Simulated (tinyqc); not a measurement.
Inside a calculation. Model: semiconductor laser, carrier and photon rate equations.

tinyqc, about 0.01 s, one thread, Intel Xeon 2.30GHz (shared host): `OMP_NUM_THREADS=1 python tinyqc.py 2840040 2840041 out.jsonl` Printed values are rounded.

Carrier density N and photon density S in one mode: dN/dt = F1 = eta I/(q V) - (A N + B N^2 + C N^3) - vg g S; dS/dt = F2 = G vg g S + G be B N^2 - S/tp, with g = g0 ln(N/Ntr)/(1 + ec S). Output power P = Fo Eph S V/(G tp). No heating, no carrier transport.

Inputs (values chosen for the exercise):
- V = 1.1e-11 cm^3 (active volume)
- G = 0.079 (confinement factor)
- vg = 7.25e9 cm/s (group velocity)
- g0 = 1600 1/cm (gain coefficient)
- Ntr = 1.2e18 cm^-3 (transparency density)
- ec = 1.5e-17 cm^3 (gain compression)
- tp = 3.4 ps (photon lifetime)
- A = 4.1e7 1/s (defect recombination coefficient)
- B = 1.2e-10 cm^3/s (radiative coefficient)
- C = 4.6e-29 cm^6/s (Auger coefficient)
- be = 8.4e-5 (share of spontaneous emission into the mode)
- eta = 0.87 (injection efficiency)
- Fo = 0.31 (share of cavity losses that is output)
- Eph = 1.46 eV (photon energy)
- I = 6.7 mA (drive current)
- dt = 3 ps (time step)

Constants: q = 1.602176634e-19 C. Results are converted to the units shown.

## Threshold

gth = 1/(G vg tp), Nth = Ntr exp(gth/g0), Ith = q V (A Nth + B Nth^2 + C Nth^3)/eta. Above it S is near G tp eta (I - Ith)/(q V). Carrier lifetime at threshold Nth/(A Nth + B Nth^2 + C Nth^3).

gth = 513.518 1/cm
Nth = 1.65412e18 cm^-3
Ith = 1.22424 mA
estimate of S = 7.26050e14 cm^-3
carrier lifetime = 2.73705 ns

## Iteration 1: steady state by Newton steps

(N, S) at the start (Nth and the estimate of S): N (1e18 cm^-3) 1.654, S (1e15 cm^-3) 0.726

Jacobian, with a = g0/(N (1 + ec S)) and d = g/(1 + ec S): J11 = -(A + 2 B N + 3 C N^2) - vg a S, J12 = -vg d, J21 = G vg a S + 2 G be B N, J22 = G vg d - 1/tp. Solve J d = -F and add d to (N, S).

F1, F2 (1e27 cm^-3/s): 0.0300179  -0.00234677

J (1/ns):
```
           N         S
F1  -5.85229  -3642.39
F2  0.397910  -6.36905
```

(N, S) after iteration 1: N (1e18 cm^-3) 1.65988, S (1e15 cm^-3) 0.724796

## Iteration 2: steady state by Newton steps

As before.

F1, F2 (1e27 cm^-3/s): 8.90070e-5  -7.98298e-6

J (1/ns):
```
           N         S
F1  -5.83032  -3682.79
F2  0.395851  -3.17713
```

(N, S) after iteration 2: N (1e18 cm^-3) 1.65990, S (1e15 cm^-3) 0.724789

## Course of the iteration: steady state by Newton steps

Stop when the largest change of (N, S) is below 1e-9, or after 40 iterations. N is counted in 1e18 and S in 1e15 cm^-3, and S must be positive.

Course of the iteration:
```
iteration  S (1e15 cm^-3)  largest |change| of one entry
1                0.724796                        5.88e-3
2                0.724789                        2.01e-5
3                0.724789                       3.32e-10
```

Converged in 3 iterations. The change falls from 0.0059 in the first iteration to below the tolerance in the last.

## Power, relaxation frequency, damping and bandwidth

N = 1.65990e18 cm^-3
S = 7.24789e14 cm^-3

Jacobian, with a = g0/(N (1 + ec S)) and d = g/(1 + ec S): J11 = -(A + 2 B N + 3 C N^2) - vg a S, J12 = -vg d, J21 = G vg a S + 2 G be B N, J22 = G vg d - 1/tp. wR^2 = det J, gamma = -trace J, fR = wR/(2 pi); the response wR^2/(wR^2 - w^2 + i gamma w) falls to 1/sqrt(2) at w^2 = x + sqrt(x^2 + wR^4), x = wR^2 - gamma^2/2 (f3dB = w/(2 pi)).

P = 2.15240 mW
fR = 6.11519 GHz
gamma = 8.99643 1/ns
f3dB = 9.40936 GHz

f3dB is 1.54 times fR (1.55 without damping). gamma/wR = 0.23: the response has a resonance peak.

## One Runge-Kutta step of a transient

(N, S) at the start: N (1e18 cm^-3) 1.693, S (1e15 cm^-3) 0.362

y = (N, S), k1 = F(y), k2 = F(y + dt k1/2), k3 = F(y + dt k2/2), k4 = F(y + dt k3), y(new) = y + dt (k1 + 2 k2 + 2 k3 + k4)/6.

slopes per ps, N in 1e18 and S in 1e15 cm^-3:
```
         dN/dt       dS/dt
k1  0.00123337  0.00709241
k2  0.00118511  0.00765312
k3  0.00118202  0.00765438
k4  0.00113043  0.00823472
```

(N, S) after the step: N (1e18 cm^-3) 1.69655, S (1e15 cm^-3) 0.384971
